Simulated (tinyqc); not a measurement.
From wire to sheet: nanosheet or nanowire with hard walls, valleys of the Si type.

Six ellipsoidal valleys along the cube axes: inverse mass tensor w = 1/mt + (1/ml - 1/mt) a a^T with a the unit axis. Device axes: x along the channel, z = [001], y = z x x.

Hard walls around a W x H rectangle. The block w_c of w in (y, z) confines; the transport mass follows from 1/m_x = w_xx - w_xc w_c^-1 w_cx. The cross-section problem c (w_yy ky^2 + 2 w_yz ky kz + w_zz kz^2), c = hbar^2/2m0, is solved in products sin(n pi y/W) sin(l pi z/H), n, l = 1 to 12; if w_yz = 0 the levels are c pi^2 (w_yy n^2/W^2 + w_zz l^2/H^2). The w_yz term couples (n, l) to (n', l') by -2 c w_yz D_nn'(W) D_ll'(H) with D_nm(L) = 4 n m/(L (n^2 - m^2)) for n + m odd and 0 otherwise.

Without degeneracy the line density is N1 exp((EF - Ec)/kB T) with N1 = sum 2 g sqrt(m_x kB T/(4 pi c)) exp(-E/kB T), here over n, l up to 80 where w_yz = 0 and over all levels of a 12 x 12 sine basis otherwise; the classical value is W H Nc with Nc = 2 g_all (m_dos kB T/(4 pi c))^(3/2), m_dos = (ml mt^2)^(1/3); dVt = kB T ln(W H Nc/N1).

Constants: hbar^2/2m0 = 3.80998211 eV angstrom^2; kB = 8.617333262e-05 eV/K.

Values chosen for the exercise (near those of Si; the results hold for these values, not for the real material): ml = 0.928 m0 (longitudinal mass); mt = 0.189 m0 (transverse mass); T = 300 K (temperature); g_all = 6 (number of valleys); channel = 110 (transport direction x on a (001) wafer); H = 50 angstrom (height, along z = [001]); Ws = (30, 40, 60, 90, 140, 220, 350) angstrom (widths).

Valleys:

| group | valleys g | w_yy | w_zz | \|w_yz\| | m_x (m0) |
|---|---|---|---|---|---|
| A | 2 | 5.29101 | 1.07759 | 0.00000 | 0.18900 |
| B | 4 | 3.18430 | 5.29101 | 0.00000 | 0.55850 |

Lowest level of each group (groups ordered by w_zz, then w_yy) and dVt against the width.

Results:

| W (angstrom) | A1 (eV) | B1 (eV) | dVt (mV) |
|---|---|---|---|
| 30 | 0.2373 | 0.2126 | 178.0 |
| 40 | 0.1406 | 0.1544 | 118.6 |
| 60 | 0.0715 | 0.1128 | 73.7 |
| 90 | 0.0408 | 0.0944 | 55.3 |
| 140 | 0.0264 | 0.0857 | 46.8 |
| 220 | 0.0203 | 0.0821 | 42.5 |
| 350 | 0.0178 | 0.0806 | 40.0 |

dVt falls from 178 to 40 mV. The lowest group changes from B to A between W = 30 and 40 angstrom (H = 50). At the widest W the lowest level is 0.0178 eV; the film limit c pi^2 w_zz/H^2 of that group is 0.0162 eV.

Computed by tinyqc, a small Python program: `OMP_NUM_THREADS=1 python tinyqc.py 1252368 1252369 out.jsonl` (the numbers bound the seed that draws the inputs); one thread of a shared host (Intel(R) Xeon(R) Processor @ 2.30GHz), about 0.04 s for the whole set of steps.
